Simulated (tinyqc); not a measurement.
# Single-photon avalanche diode, trigger probability and counting, step by step

Computed by the program tinyqc: `OMP_NUM_THREADS=1 python tinyqc.py 2630064 2630065 out.jsonl`, one thread of a shared Intel Xeon 2.30GHz, about 0.01 s for the whole run. Printed values are rounded.

A multiplication layer of width W with the uniform field V/W; alpha = an exp(-bn/E) for electrons, beta = ap exp(-bp/E) for holes (local model, no dead space). a = alpha W, b = beta W. Electrons enter at x = 0, holes at x = W. P0 is the probability that an electron entering at 0 starts a lasting avalanche, PW the same for a hole entering at W.

Parameters, values chosen for the exercise; ionisation coefficients close to those of silicon: electron prefactor an = 6.96e5 1/cm; electron field bn = 1.24 MV/cm; hole prefactor ap = 1.55e6 1/cm; hole field bp = 2.03 MV/cm; width of the multiplication layer W = 2 um; excess bias Vx = 4.9 V; probability that a photon makes a pair that enters the layer eta = 0.57; thermal generation rate in the layer Gd = 4300 1/s; dead time td = 100 ns; diode capacitance Cd = 170 fF; quench resistance Rq = 100 kohm; trapping probability per avalanche carrier pa = 1.3e-7; trap release time tt = 6.7 ns; photon rate nph = 3.9e5 1/s.

Constants: q = 1.602176634e-19 C. Results are converted to the units shown.

## Ionisation integrals at and above breakdown

breakdown voltage VB = 59.7352 V

Breakdown: ln(a/b) = a - b with a not equal to b. VB is given; V = VB + Vx.

E at VB = 0.298676 MV/cm
a at VB = 2.19077
b at VB = 0.346423
E at V = 0.323176 MV/cm
a = 3.00114
b = 0.579936

At VB, ln(a/b) = 1.844 equals a - b.

## Iteration 1: trigger probability by substitution

P0 at the start = 0.5

PW = 1 - (1 - P0)^(b/a); P0(new) = PW/(PW + (1 - PW) exp(b - a)).

PW = 0.125360
P0 after iteration 1 = 0.617412

## Iteration 2: trigger probability by substitution

As before.

PW = 0.169447
P0 after iteration 2 = 0.696703

## Course of the iteration: trigger probability by substitution

Stop when P0 changes by less than 1e-9, or after 400 iterations. The rule counts as met only at a root strictly between 0 and 1.

Course of the iteration:
```
iteration        P0  |change|
1          0.617412     0.117
2          0.696703    0.0793
3          0.744856    0.0482
4          0.772781    0.0279
5          0.788723    0.0159
6          0.797790   9.07e-3
7          0.802948   5.16e-3
8          0.805883   2.94e-3
9          0.807555   1.67e-3
...             ...       ...
27         0.809773   6.81e-8
28         0.809773   3.88e-8
29         0.809773   2.22e-8
30         0.809773   1.26e-8
31         0.809773   7.21e-9
32         0.809773   4.11e-9
33         0.809773   2.35e-9
34         0.809773   1.34e-9
35         0.809773  7.63e-10
```

Converged in 35 iterations. At the end each change is about 0.57 times the one before: linear convergence.

## Detection, dark counts, afterpulses and dead-time loss

P0 = 0.809773
Pm = 0.552969

Pm is the mean trigger probability of pairs made evenly in the layer. PDP = eta P0; dark counts Gd Pm; avalanche charge Cd Vx/q; afterpulse probability pa (Cd Vx/q) exp(-td/tt) Pm; true rate n = nph PDP + dark counts; measured n/(1 + n td) (non-paralysable) or n exp(-n td) (paralysable); recharge time Rq Cd.

PDP = 0.461571
dark counts = 2377.77 1/s
avalanche charge = 5.19918e6 electrons
afterpulse probability = 1.23189e-5 %
true rate = 1.82390e5 1/s
measured, non-paralysable = 1.79123e5 1/s
measured, paralysable = 1.79094e5 1/s
recharge time = 17 ns

Dead time hides 1.8 % of the events in the first model and 1.8 % in the second.
